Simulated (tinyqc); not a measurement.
Ferroelectric with a first-order transition, Landau-Devonshire energy: one step of the calculation.

One domain with free energy u = al P^2 + be P^4 + ga P^6 - E P, al = a0 (T - T0), be < 0 < ga (P in uC/cm^2, E in kV/cm, u in mJ/cm^3). Equilibrium: E = 2 al P + 4 be P^3 + 6 ga P^5; a state is stable against small changes where dE/dP > 0. The coercive field is that of uniform switching, which real films, switching by domains, do not reach.

Question. Spontaneous polarisation, coercive field and susceptibility. Ps^2 = [-be + sqrt(be^2 - 3 al ga)]/(3 ga); Pc^2 = [-3 be + sqrt(9 be^2 - 15 al ga)]/(15 ga), Ec = -E(Pc); susceptibility chi = 1/(eps0 dE/dP).

Parameters, values chosen for the exercise: slope of the quadratic coefficient a0 = 0.059 kV cm/(uC K); Curie-Weiss temperature T0 = 450 K; quartic coefficient be = -0.0036 kV cm^5/uC^3; sixth-order coefficient ga = 3.4e-6 kV cm^9/uC^5; temperature T = 400 K.

Constants: eps0 = 8.8541878128e-14 F/cm where lengths are in cm. Results are converted to the units shown.

Give: al; Ps; u(Ps) at E = 0; Pc; Ec; chi at Ps.

Answer.

al = -2.9500 kV cm/uC
Ps = 31.563 uC/cm^2
u(Ps) at E = 0 = -3150.1 mJ/cm^3
Pc = 23.070 uC/cm^2
Ec = 179.61 kV/cm
chi at Ps = 215.99

Program tinyqc, `OMP_NUM_THREADS=1 python tinyqc.py 2860119 2860120 out.jsonl`; Intel Xeon 2.30GHz, shared host, one thread, about 0.01 s.
